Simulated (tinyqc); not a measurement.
Avalanche multiplication and breakdown of a junction from ionisation integrals: one step, computed by the program tinyqc.

Ionisation coefficients follow the local field. Position x runs through the depletion layer from the p side (x = 0), where electrons enter, to the n side (x = w), where holes enter. The built-in voltage is neglected.

Problem. On-resistance of the drift layer. R_on = w/(e mu N) with w the width at breakdown; figure of merit V_B^2/R_on; for a triangular field it equals eps eps_0 mu F_m^3/4.

Inputs (values chosen for the exercise, modelled on silicon): permittivity eps = 11.7; drift-layer mobility mu = 1300 cm^2/(V s); doping N of the lightly doped side = 6.3e+14 1/cm^3.

Junction: punch-through p+ n- n+.

width at breakdown = 4.8 micrometre

breakdown voltage = 116.8755 V

critical field F_m = 0.2668751 MV/cm

Constants: e = 1.602176634e-19 C; eps_0 = 8.8541878128e-12 F/m.

Give: specific on-resistance; V_B^2/R_on; eps eps_0 mu F_m^3/4.

Solution.

specific on-resistance = 3.6580 milliohm cm^2

V_B^2/R_on = 3.7342 MW/cm^2

eps eps_0 mu F_m^3/4 = 6.3994 MW/cm^2

The punch-through design reaches 0.584 times the triangular value at the same peak field; at fixed F_m the best ratio is 32/27 = 1.185.
